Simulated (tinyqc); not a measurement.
Drifting, spreading and decaying minority pulse (Haynes-Shockley), explicit time steps: two steps of the calculation.

Low injection in a uniform field: dn/dt = D d2n/dx2 - v dn/dx - n/tau with D = mu Vt and v = mu F towards +x. Exact solution on an infinite bar for a Gaussian start at x0: n = N0 exp(-t/tau) exp(-(x - x0 - v t)^2/(2 s^2))/sqrt(2 pi s^2), s^2 = s0^2 + 2 D t.

Values chosen for this exercise; mobility close to that of indium phosphide at room temperature:
- T = 250 K (temperature)
- mu = 4940 cm^2/(V s) (minority-carrier mobility)
- F = 6.6 V/cm (sweep field along the drift)
- hx = 89 um (mesh step)
- tau = 6.9e-6 s (lifetime)
- dt = 8.1e-8 s (time step)

Constants: q = 1.602176634e-19 C, kB = 1.380649e-23 J/K, Vt = kB T/q. Results are converted to the units shown.

Problem 1. Coefficients of the scheme. Exponentially fitted fluxes: d = F hx/Vt, B(d) = d/(exp(d) - 1), k = D dt/hx^2; (L n)_i = a n_(i-1) + b n_i + c n_(i+1) with a = k B(-d), c = k B(d), b = -a - c - dt/tau. Explicit steps keep n positive for dt up to 1/[(D/hx^2)(B(d) + B(-d)) + 1/tau].

Give: D; v; d; a; b; c; positivity limit of dt.

Solution 1.

D = 106.42 cm^2/s
v = 32604 cm/s
d = 2.7266
a = 0.31751
b = -0.35003
c = 0.020778
positivity limit of dt = 2.3141e-7 s

Problem 2. Densities after a time step. (L n)_i = a n_(i-1) + b n_i + c n_(i+1), n = 0 beyond the ends. Explicit step: n(new) = n + L n.

a = 0.31751148
b = -0.35002906
c = 0.020778450
n at t = 1 dt, node 1 to 11 (in units of 1e11 cm^-3): 0.0421511  0.6691030  3.9649981  8.2996501  6.6754807  2.2517244  0.2911627  0.0123982  0.0001599  0.0000006  0.0000000

Give: n at t = 2 dt.

Solution 2.

n at t = 2 dt, node 1 to 11 (in units of 1e11 cm^-3): 0.041  0.531  2.962  6.792  7.021  3.589  0.904  0.101  0.004  0.000  0.000

Program tinyqc, `OMP_NUM_THREADS=1 python tinyqc.py 2310018 2310019 out.jsonl`; Intel Xeon 2.30GHz, shared host, one thread, about 0.01 s.
